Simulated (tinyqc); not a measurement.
# Frequency dispersion of an accumulation capacitance by border traps, distributed model: what changes with what

Traps spread evenly through the insulator exchange electrons with the semiconductor by tunnelling, with tau(x) = t0 exp(2 ka x) at depth x from the interface. The admittance per area Y seen at depth x obeys dY/dx = -Y^2/(i w eps0 eox) + q Nb ln(1 + i w tau)/tau, with Y(0) = i w Cs and w = 2 pi f; the gate sees Y(tox) = G + i w C. Working variable y = Y/(i w), in uF/cm^2. Cox = eps0 eox/tox.

Values chosen for this exercise; permittivity close to that of silicon dioxide:
- eox = 3.85 (relative permittivity of the insulator)
- tox = 3 nm (insulator thickness)
- Cs = 0.53 uF/cm^2 (semiconductor capacitance in accumulation)
- Nb = 5.7e19 cm^-3 eV^-1 (density of border traps)
- ka = 3.7 1/nm (decay constant of the wave function in the insulator)
- t0 = 2e-10 s (time constant of a trap at the interface)
- f = 1e6 Hz (frequency)

Constants: q = 1.602176634e-19 C, eps0 = 8.8541878128e-14 F/cm where lengths are in cm. Results are converted to the units shown.

Each table varies one quantity; the others keep the values above.

## Capacitance and loss against frequency

Cox; trap-free value 1/(1/Cox + 1/Cs); response depth d = ln(1/(w t0))/(2 ka), where w tau = 1; lumped estimate: all traps within d act as C_bt = q Nb d placed at d/2, so C = 1/{1/[1/(1/Cs + d/(2 eps0 eox)) + C_bt] + (tox - d/2)/(eps0 eox)}. C and G from a fine integration; dispersion -d C/d log10 f over C, from f times and over 1.1. For a broad spread of time constants G/w is close to -(pi/2) dC/d ln w.

The same in every row: trap-free C (uF/cm^2) = 0.3614.

Results:
```
f (Hz)  d (nm)  C (uF/cm^2)  G/w (uF/cm^2)  dispersion (% a decade)  -(pi/2) dC/d ln w (uF/cm^2)  lumped C (uF/cm^2)
10       2.458        1.379         0.1260                    13.88                       0.1306               1.122
100      2.147        1.204         0.1091                    13.27                       0.1089               1.021
10000    1.525       0.9336        0.07966                    12.40                      0.07898              0.8388
1e5      1.214       0.8240        0.07176                    12.66                      0.07117              0.7520
1e6     0.9026       0.7231        0.06767                    13.60                      0.06710              0.6642
1e7     0.5915       0.6255        0.06727                    15.65                      0.06678              0.5719
```

Estimate the missing row, f = 1000 Hz.

Computed row:
```
f (Hz)  d (nm)  C (uF/cm^2)  G/w (uF/cm^2)  dispersion (% a decade)  -(pi/2) dC/d ln w (uF/cm^2)  lumped C (uF/cm^2)
1000     1.836        1.058        0.09197                    12.64                      0.09120              0.9277
```

With this row back in the table: C falls from 1.379 to 0.6255 uF/cm^2, towards the trap-free 0.3614; each decade of frequency removes ln 10/(2 ka) = 0.311 nm from the response depth. The dispersion goes from 13.9 through a minimum of 12.4 (at f = 10000 Hz among the rows listed) to 15.7 % a decade and G/w falls from 0.126 to 0.0673 uF/cm^2. G/w lies between 0.964 and 1.01 times -(pi/2) dC/d ln w, the relation for a broad spread of time constants.

## Effect of the decay constant of the wave function in the insulator

Same model as above.

The same in every row: trap-free C (uF/cm^2) = 0.3614.

Effect of the decay constant of the wave function in the insulator:
```
ka (1/nm)  d (nm)  C (uF/cm^2)  G/w (uF/cm^2)  dispersion (% a decade)  -(pi/2) dC/d ln w (uF/cm^2)  lumped C (uF/cm^2)
2.5         1.336       0.8974         0.1139                    18.31                       0.1121              0.7860
3.2         1.044       0.7774        0.08045                    15.01                      0.07958              0.7043
3.9        0.8563       0.7056        0.06383                    13.16                      0.06334              0.6509
4.6        0.7260       0.6568        0.05379                    11.93                      0.05346              0.6127
5.3        0.6301       0.6209        0.04693                    11.02                      0.04670              0.5838
6          0.5566       0.5933        0.04187                    10.30                      0.04170              0.5611
6.7        0.4985       0.5713        0.03795                    9.703                      0.03782              0.5427
7.4        0.4513       0.5532        0.03478                    9.189                      0.03468              0.5275
```

What does the table show?

As ka goes from 2.5 to 7.4, C falls from 0.897 to 0.553 uF/cm^2, the dispersion falls from 18.3 to 9.19 % a decade and G/w falls from 0.114 to 0.0348 uF/cm^2. The lumped estimate is 12 % below C in the first row and 4.7 % below it in the last.

Computed by the program tinyqc: `OMP_NUM_THREADS=1 python tinyqc.py 2202134 2202135 out.jsonl`, one thread of a shared Intel Xeon 2.30GHz, about 0.3 s for the whole run.
